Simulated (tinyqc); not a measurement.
Worked calculation: UHF in the sto-6g basis, for BeH, spin multiplicity 2. One step of it, computed by the program tinyqc.

Problem. Iteration 2: building the Fock matrix. J_ij = sum D_kl (ij|kl) with D = D(alpha) + D(beta), K_ij = sum D_kl (ik|jl) for each spin; F = H + J - K(s); E = tr D H + tr D J / 2 - 0.5 sum_s tr D(s) K(s) + E_nn.

D(alpha) after iteration 1, order 1Be 1s, 1Be 2s, 1Be 2px, 1Be 2py, 1Be 2pz, 2H 1s:
```
[[1.068634, -0.271337, 0.000000, 0.000000, 0.041634, 0.017568],
 [-0.271337, 1.079679, 0.000000, 0.000000, -0.187001, -0.140146],
 [0.000000, 0.000000, 0.000000, 0.000000, 0.000000, 0.000000],
 [0.000000, 0.000000, 0.000000, 0.000000, 0.000000, 0.000000],
 [0.041634, -0.187001, 0.000000, 0.000000, 0.135930, 0.293392],
 [0.017568, -0.140146, 0.000000, 0.000000, 0.293392, 0.717686]]
```

D(beta) after iteration 1, order 1Be 1s, 1Be 2s, 1Be 2px, 1Be 2py, 1Be 2pz, 2H 1s:
```
[[1.035481, -0.142907, 0.000000, 0.000000, -0.021336, -0.111949],
 [-0.142907, 0.584405, 0.000000, 0.000000, 0.078435, 0.352135],
 [0.000000, 0.000000, 0.000000, 0.000000, 0.000000, 0.000000],
 [0.000000, 0.000000, 0.000000, 0.000000, 0.000000, 0.000000],
 [-0.021336, 0.078435, 0.000000, 0.000000, 0.010532, 0.047317],
 [-0.111949, 0.352135, 0.000000, 0.000000, 0.047317, 0.212847]]
```

core Hamiltonian H = T + V (hartree), order 1Be 1s, 1Be 2s, 1Be 2px, 1Be 2py, 1Be 2pz, 2H 1s:
```
[[-8.235681, -1.931906, 0.000000, 0.000000, -0.010198, -0.185514],
 [-1.931906, -2.365115, 0.000000, 0.000000, -0.097237, -0.637038],
 [0.000000, 0.000000, -1.901301, 0.000000, 0.000000, 0.000000],
 [0.000000, 0.000000, 0.000000, -1.901301, 0.000000, 0.000000],
 [-0.010198, -0.097237, 0.000000, 0.000000, -1.969003, -0.757399],
 [-0.185514, -0.637038, 0.000000, 0.000000, -0.757399, -1.628443]]
```

Two-electron integrals (ij|kl) in chemists' order, unique and non-zero (hartree):
```
(11|11) 2.299996   (21|11) 0.361879   (21|21) 0.071926   (22|11) 0.570332
(22|21) 0.139654   (22|22) 0.417773   (31|31) 0.015252   (32|31) 0.022555
(32|32) 0.092340   (33|11) 0.570332   (33|21) 0.139654   (33|22) 0.417773
(33|33) 0.450117   (41|41) 0.015252   (42|41) 0.022555   (42|42) 0.092340
(43|43) 0.024258   (44|11) 0.570332   (44|21) 0.139654   (44|22) 0.417773
(44|33) 0.401601   (44|44) 0.450117   (51|51) 0.015252   (52|51) 0.022555
(52|52) 0.092340   (53|53) 0.024258   (54|54) 0.024258   (55|11) 0.570332
(55|21) 0.139654   (55|22) 0.417773   (55|33) 0.401601   (55|44) 0.401601
(55|55) 0.450117   (61|11) 0.034774   (61|21) 0.006737   (61|22) 0.013120
(61|33) 0.013011   (61|44) 0.013011   (61|51) 0.000674   (61|52) 0.001336
(61|55) 0.013337   (61|61) 0.000668   (62|11) 0.115451   (62|21) 0.028908
(62|22) 0.098299   (62|33) 0.094279   (62|44) 0.094279   (62|51) 0.003913
(62|52) 0.025846   (62|55) 0.106338   (62|61) 0.003030   (62|62) 0.039504
(63|31) 0.002327   (63|32) 0.011596   (63|53) 0.004088   (63|63) 0.002934
(64|41) 0.002327   (64|42) 0.011596   (64|54) 0.004088   (64|64) 0.002934
(65|11) 0.135766   (65|21) 0.034328   (65|22) 0.121329   (65|33) 0.114360
(65|44) 0.114360   (65|51) 0.006217   (65|52) 0.040027   (65|55) 0.135269
(65|61) 0.003728   (65|62) 0.054808   (65|65) 0.077493   (66|11) 0.289289
(66|21) 0.073634   (66|22) 0.280084   (66|33) 0.261687   (66|44) 0.261687
(66|51) 0.010026   (66|52) 0.089072   (66|55) 0.316877   (66|61) 0.007837
(66|62) 0.152944   (66|65) 0.222861   (66|66) 0.774999
```

nuclear repulsion = 1.15857080 hartree

Give: Coulomb J; exchange K(alpha); exchange K(beta); F(alpha); F(beta); total energy of this density.

Solution.

Coulomb J (hartree), order 1Be 1s, 1Be 2s, 1Be 2px, 1Be 2py, 1Be 2pz, 2H 1s:
```
[[5.9763, 1.0576, 0.0000, 0.0000, 0.0108, 0.1021],
 [1.0576, 2.2232, 0.0000, 0.0000, 0.1017, 0.5885],
 [0.0000, 0.0000, 2.1973, 0.0000, 0.0000, 0.0000],
 [0.0000, 0.0000, 0.0000, 2.1973, 0.0000, 0.0000],
 [0.0108, 0.1017, 0.0000, 0.0000, 2.2751, 0.7532],
 [0.1021, 0.5885, 0.0000, 0.0000, 0.7532, 1.9776]]
```

exchange K(alpha) (hartree), order 1Be 1s, 1Be 2s, 1Be 2px, 1Be 2py, 1Be 2pz, 2H 1s:
```
[[2.3414, 0.3663, 0.0000, 0.0000, -0.0001, 0.0386],
 [0.3663, 0.4817, 0.0000, 0.0000, -0.0263, 0.1899],
 [0.0000, 0.0000, 0.1084, 0.0000, 0.0000, 0.0000],
 [0.0000, 0.0000, 0.0000, 0.1084, 0.0000, 0.0000],
 [-0.0001, -0.0263, 0.0000, 0.0000, 0.2889, 0.2748],
 [0.0386, 0.1899, 0.0000, 0.0000, 0.2748, 0.6765]]
```

exchange K(beta) (hartree), order 1Be 1s, 1Be 2s, 1Be 2px, 1Be 2py, 1Be 2pz, 2H 1s:
```
[[2.3175, 0.3668, 0.0000, 0.0000, -0.0008, 0.0324],
 [0.3668, 0.3533, 0.0000, 0.0000, 0.1027, 0.2129],
 [0.0000, 0.0000, 0.0722, 0.0000, 0.0000, 0.0000],
 [0.0000, 0.0000, 0.0000, 0.0722, 0.0000, 0.0000],
 [-0.0008, 0.1027, 0.0000, 0.0000, 0.1241, 0.1428],
 [0.0324, 0.2129, 0.0000, 0.0000, 0.1428, 0.3242]]
```

F(alpha) (hartree), order 1Be 1s, 1Be 2s, 1Be 2px, 1Be 2py, 1Be 2pz, 2H 1s:
```
[[-4.6007, -1.2406, 0.0000, 0.0000, 0.0008, -0.1220],
 [-1.2406, -0.6235, 0.0000, 0.0000, 0.0308, -0.2384],
 [0.0000, 0.0000, 0.1876, 0.0000, 0.0000, 0.0000],
 [0.0000, 0.0000, 0.0000, 0.1876, 0.0000, 0.0000],
 [0.0008, 0.0308, 0.0000, 0.0000, 0.0172, -0.2789],
 [-0.1220, -0.2384, 0.0000, 0.0000, -0.2789, -0.3273]]
```

F(beta) (hartree), order 1Be 1s, 1Be 2s, 1Be 2px, 1Be 2py, 1Be 2pz, 2H 1s:
```
[[-4.5769, -1.2411, 0.0000, 0.0000, 0.0014, -0.1159],
 [-1.2411, -0.4952, 0.0000, 0.0000, -0.0982, -0.2615],
 [0.0000, 0.0000, 0.2238, 0.0000, 0.0000, 0.0000],
 [0.0000, 0.0000, 0.0000, 0.2238, 0.0000, 0.0000],
 [0.0014, -0.0982, 0.0000, 0.0000, 0.1819, -0.1469],
 [-0.1159, -0.2615, 0.0000, 0.0000, -0.1469, 0.0250]]
```

total energy of this density = -14.998465 hartree
